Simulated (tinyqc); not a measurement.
Film and buried-oxide thickness from two coupling ratios.

Problem. In a depleted film -dVT/dVb is k1 = Cs Cbox/(Cox (Cs + Cbox)) for a front channel and k2 = Cbox (Cox + Cs)/(Cox Cs) for a back channel, with Cox = eps0 eox/tox, Cs = eps0 eps_r/ts, Cbox = 3.9 eps0/tb. Find ts and tb.

Values chosen for this exercise; band and dielectric values close to those of silicon:
```
symbol  value  unit                                                                 meaning
eps_r    11.7                                                         relative permittivity
eox       3.9        relative permittivity of the gate insulator (close to silicon dioxide)
tox         3    nm                                                     insulator thickness
```

coupling ratios for a front and a back channel: 0.18442623  0.37619048

Answer. With y = Cox/Cs and z = Cox/Cbox, 1/k1 = y + z and k2 = (1 + y)/z, so y = (k2/k1 - 1)/(1 + k2); the thicknesses follow from y and z.

ts = 6.80 nm
tb = 14.0 nm

Numbers from tinyqc (`OMP_NUM_THREADS=1 python tinyqc.py 2190079 2190080 out.jsonl`; about 0.3 s on one thread of a shared Intel Xeon 2.30GHz).
